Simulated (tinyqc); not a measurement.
Inside a calculation. Method: harmonic frequencies on the RHF/sto-3g surface (energies and gradients from PySCF), for BeH+, spin multiplicity 1. Computed by tinyqc, a small Python program that keeps every step (integrals from PySCF). Settings: charge = 1, multiplicity = 1, basis = sto-3g, delta = 0.002. Command: `OMP_NUM_THREADS=1 python tinyqc.py 31555 31556 out.jsonl` (the two numbers bound the seeds that draw the settings). One thread of a shared host (Intel(R) Xeon(R) Processor @ 2.60GHz), about 0.8 s of CPU time with the checks.

## One row of the Hessian: 1Bez

optimised positions (bohr), order 1Be, 2H:
```
[[0.00000, 0.00000, 0.10806],
 [0.00000, 0.00000, 2.60748]]
```

gradient at +delta (hartree/bohr), order 1Be, 2H:
```
[[0.0000000, 0.0000000, 0.0004236],
 [0.0000000, 0.0000000, -0.0004236]]
```

gradient at -delta (hartree/bohr), order 1Be, 2H:
```
[[0.0000000, 0.0000000, -0.0004401],
 [0.0000000, 0.0000000, 0.0004401]]
```

Displace 1Bez by +/-0.002 bohr; H(k, :) = (g(+) - g(-)) / (2 delta).

row of the Hessian (hartree/bohr^2): [0.0000000, 0.0000000, 0.2159147, 0.0000000, 0.0000000, -0.2159147]

## Hessian by finite differences

All rows are made in the same way, and the matrix is symmetrised.

Hessian (symmetrised) (hartree/bohr^2), order 1Bex, 1Bey, 1Bez, 2Hx, 2Hy, 2Hz:
```
[[0.0000037, 0.0000000, 0.0000000, -0.0000037, 0.0000000, 0.0000000],
 [0.0000000, 0.0000037, 0.0000000, 0.0000000, -0.0000037, 0.0000000],
 [0.0000000, 0.0000000, 0.2159147, 0.0000000, 0.0000000, -0.2159147],
 [-0.0000037, 0.0000000, 0.0000000, 0.0000037, 0.0000000, 0.0000000],
 [0.0000000, -0.0000037, 0.0000000, 0.0000000, 0.0000037, 0.0000000],
 [0.0000000, 0.0000000, -0.2159147, 0.0000000, 0.0000000, 0.2159147]]
```

## Normal modes

masses (u): [9.01218, 1.00782]

Diagonalise H_ij / sqrt(m_i m_j); the 5 smallest eigenvalues belong to translations and rotations; wavenumber = sqrt(eigenvalue / 1822.888) x 219474.63; each mode has its largest component positive (the first on a tie); zero-point energy = sum of wavenumbers / 2, with 349.755 1/cm per kcal/mol.

eigenvalues of the mass-weighted Hessian (hartree/(bohr^2 u)): [0.00000, 0.00000, 0.00000, 0.00000, 0.00000, 0.23820]

harmonic wavenumbers of the vibrations (1/cm): [2508.8]

mass-weighted modes, order 1Bex, 1Bey, 1Bez, 2Hx, 2Hy, 2Hz:
```
[[0.00000],
 [0.00000],
 [-0.31715],
 [0.00000],
 [0.00000],
 [0.94838]]
```

zero-point energy = 3.58656 kcal/mol
